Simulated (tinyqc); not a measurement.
# MOS inversion layer, Poisson-Schroedinger loop: effects of single changes

Electrons confined at an insulator interface at z = 0, treated as a hard wall; parabolic valleys, Hartree approximation, no image or exchange terms. The depletion charge lies far deeper than the electrons and gives a uniform field q Nd/(eps0 eps_r); the gate balances all charge. Energies are counted from the band edge at the interface.

Values chosen for this exercise; masses and permittivity close to those of silicon (100):
- T = 300 K (temperature)
- eps_r = 11.9 (relative permittivity)
- mz1 = 0.916 m0 (mass along z of valley set A (2 valley(s)))
- md1 = 0.191 m0 (in-plane density-of-states mass of set A)
- mz2 = 0.191 m0 (mass along z of valley set B (4 valley(s)))
- md2 = 0.414 m0 (in-plane density-of-states mass of set B)
- Ns = 7.6e12 cm^-2 (sheet density of electrons)
- Nd = 7.6e10 cm^-2 (sheet density of depletion charge)
- dE = 0 eV (extra shift of set B (strain))

Constants: q = 1.602176634e-19 C, kB = 1.380649e-23 J/K, hbar = 1.054571817e-34 J s, m0 = 9.1093837015e-31 kg, Vt = kB T/q, eps0 = 8.8541878128e-14 F/cm where lengths are in cm, hbar^2/(2 m0) = 0.0380998212 eV nm^2. Results are converted to the units shown.

Each table varies one quantity; the others keep the values above.

## Effect of the sheet density of depletion charge

Schroedinger equation -(C/mz) psi'' + (V0 + U + dE for set B) psi = E psi, C = hbar^2/(2 m0), psi(0) = 0, on a uniform mesh of 800 nodes with a far wall at 26 nm, 8 levels a set; V0 = q Nd z/(eps0 eps_r); dU/dz = q (Ns - integral of n from 0 to z)/(eps0 eps_r), U(0) = 0; N_k = g md m0 q Vt/(pi hbar^2) ln(1 + exp((EF - E_k)/Vt)), g the number of valleys of the set, sum N_k = Ns. Triangular well: E_k = a_k (C F^2/mz)^(1/3), a_1 = 2.338107, a_2 = 4.087949, C = hbar^2/(2 m0), F in eV/nm. Fang-Howard (all electrons in the lowest level of set A): b^3 = 6 (mz1/C) q (Nd + 11 Ns/32)/(eps0 eps_r), centroid 3/b, level C b^2/(4 mz1) + (3/b) q (Nd + 11 Ns/16)/(eps0 eps_r). The centroid adds 3.9 z_av/eps_r to an oxide-equivalent thickness.

Results:

| Nd (cm^-2) | A1 (meV) | B1 (meV) | EF (meV) | share of A1 (%) | share of set A (%) | centroid z_av (nm) | added oxide equivalent (nm) | Fang-Howard centroid (nm) |
|---|---|---|---|---|---|---|---|---|
| 1e11 | 174 | 244 | 190 | 58.1 | 67.3 | 2.61 | 0.854 | 1.66 |
| 1.7e11 | 175 | 246 | 192 | 58.8 | 67.7 | 2.50 | 0.821 | 1.64 |
| 3.1e11 | 177 | 249 | 195 | 60.1 | 68.6 | 2.33 | 0.764 | 1.61 |
| 5.3e11 | 180 | 254 | 200 | 62.1 | 70.0 | 2.13 | 0.699 | 1.58 |
| 1.6e12 | 196 | 280 | 221 | 71.0 | 76.5 | 1.68 | 0.550 | 1.43 |
| 2.9e12 | 215 | 314 | 246 | 79.9 | 83.4 | 1.42 | 0.465 | 1.31 |
| 5e12 | 245 | 367 | 282 | 89.9 | 91.5 | 1.18 | 0.388 | 1.17 |

Estimate the missing row, Nd = 9.4e11 cm^-2.

Computed row:

| Nd (cm^-2) | A1 (meV) | B1 (meV) | EF (meV) | share of A1 (%) | share of set A (%) | centroid z_av (nm) | added oxide equivalent (nm) | Fang-Howard centroid (nm) |
|---|---|---|---|---|---|---|---|---|
| 9.4e11 | 186 | 264 | 208 | 65.7 | 72.6 | 1.90 | 0.623 | 1.51 |

With this row back in the table: As Nd goes from 1e11 to 5e12, A1 rises from 174 to 245 meV, the share of A1 rises from 58.1 to 89.9 % and the centroid falls from 2.61 to 1.18 nm. A1 goes as Nd^(0.24) between the last two rows (a triangular well in the field of that charge alone gives 2/3). The Fang-Howard centroid is 36 % below the full one in the first row, where A1 holds 58.1 %, and 0.92 % below it in the last, where A1 holds 89.9 %.

## Effect of the sheet density of electrons

Schroedinger equation -(C/mz) psi'' + (V0 + U + dE for set B) psi = E psi, C = hbar^2/(2 m0), psi(0) = 0, on a uniform mesh of 800 nodes with a far wall at 180 nm, 8 levels a set; V0 = q Nd z/(eps0 eps_r); dU/dz = q (Ns - integral of n from 0 to z)/(eps0 eps_r), U(0) = 0; N_k = g md m0 q Vt/(pi hbar^2) ln(1 + exp((EF - E_k)/Vt)), g the number of valleys of the set, sum N_k = Ns.

Effect of the sheet density of electrons:

| Ns (cm^-2) | A1 (meV) | B1 (meV) | EF (meV) | share of A1 (%) | share of set A (%) | centroid z_av (nm) | added oxide equivalent (nm) | Fang-Howard centroid (nm) |
|---|---|---|---|---|---|---|---|---|
| 1e11 | 15.2 | 24.6 | -144 | 8.75 | 30.8 | 14.5 | 4.75 | 4.81 |
| 2.1e11 | 20.7 | 33.2 | -114 | 10.8 | 32.6 | 12.5 | 4.11 | 4.36 |
| 4.5e11 | 30.8 | 48.3 | -75.5 | 14.9 | 35.7 | 10.1 | 3.30 | 3.76 |
| 9.7e11 | 48.1 | 73.7 | -27.7 | 22.1 | 40.9 | 7.51 | 2.46 | 3.11 |
| 2.1e12 | 77.0 | 115 | 33.7 | 33.7 | 49.1 | 5.29 | 1.73 | 2.49 |
| 4.4e12 | 122 | 176 | 112 | 47.8 | 59.4 | 3.67 | 1.20 | 1.98 |
| 9.4e12 | 198 | 276 | 227 | 61.1 | 69.5 | 2.51 | 0.824 | 1.55 |
| 2e13 | 323 | 441 | 408 | 68.8 | 75.2 | 1.78 | 0.583 | 1.21 |

As Ns goes from 1e11 to 2e13, A1 rises from 15.2 to 323 meV, the share of A1 rises from 8.75 to 68.8 % and the centroid falls from 14.5 to 1.78 nm. A1 goes as Ns^(0.65) between the last two rows (a triangular well in the field of that charge alone gives 2/3). EF lies more than 2 meV above A1 for Ns = 9.4e12, 2e13. The Fang-Howard centroid is 67 % below the full one in the first row, where A1 holds 8.75 %, and 32 % below it in the last, where A1 holds 68.8 %. For Ns = 1e11, 2.1e11, 4.5e11, 9.7e11, 2.1e12 the eighth level of a set still holds over 0.4 % of the electrons, so more levels and a farther wall would raise the centroid.

Computed by the program tinyqc: `OMP_NUM_THREADS=1 python tinyqc.py 2160058 2160059 out.jsonl`, one thread of a shared Intel Xeon 2.30GHz, about 1 s for the whole run.
